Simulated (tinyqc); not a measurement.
Magnetisation curve: two coupled magnetic layers: synthetic antiferromagnet, spin flop, exchange bias and magnetoresistance. Computed by tinyqc, a small Python program. Command: `OMP_NUM_THREADS=1 python tinyqc.py 3016544 3016545 out.jsonl saf walk`. One thread of a shared host (Intel(R) Xeon(R) Processor @ 2.30GHz), about 0.3 s of CPU time with the checks.

Moments lie in the plane at the angles p1, p2 from the field. Energy per area: E = J1 cos(p1 - p2) + J2 cos^2(p1 - p2) - B M_s (t1 cos p1 + t2 cos p2) + K (t1 sin^2 p1 + t2 sin^2 p2).

Inputs (values chosen for the exercise, for a model stack):
```
quantity                         value    unit
saturation magnetisation M_s      1030    kA/m
thickness t1                       3.1      nm
thickness t2                       3.1      nm
antiferromagnetic coupling J1        1  mJ/m^2
biquadratic coupling J2              0  mJ/m^2
in-plane anisotropy K              1.3  kJ/m^3
field over the saturation field   0.29       -
```

Field direction: along the easy axis.

Method. The parallel state is stable while the Hessian at p1 = p2 = 0 is positive: with c = J1 + 2 J2 and u = B M_s + 2K, (u t1 - c)(u t2 - c) > c^2, so B_sat M_s = c (1/t1 + 1/t2) - 2K. B_K = 2K/M_s. The lowest minimum of E over both angles (from five starts; of two mirror images the one with p1 >= 0, and for equal layers |p1| <= |p2|).

saturation field B_sat = 623.846 mT

Equilibrium states:
```
B/B_sat  B (mT)  p1 (degrees)  p2 (degrees)  m/m_sat
0.02      12.48         0.000       -180.00   0.0000
0.06      37.43         0.000       -180.00   0.0000
0.12      74.86        83.108        -83.11   0.1200
0.20     124.77        78.463        -78.46   0.2000
0.30     187.15        72.542        -72.54   0.3000
0.45     280.73        63.256        -63.26   0.4500
0.60     374.31        53.130        -53.13   0.6000
0.80     499.08        36.870        -36.87   0.8000
0.95     592.65        18.195        -18.19   0.9500
1.10     686.23         0.000          0.00   1.0000
```

The collinear state is the lowest in 2 row(s), with m/m_sat = (t1 - t2)/(t1 + t2) = 0.000; then the moments are canted and close at B_sat. The largest gap between m/m_sat and B/B_sat in the canted rows is 0.000.

Extremes, crossings and ranges named in words are read from the listed rows.
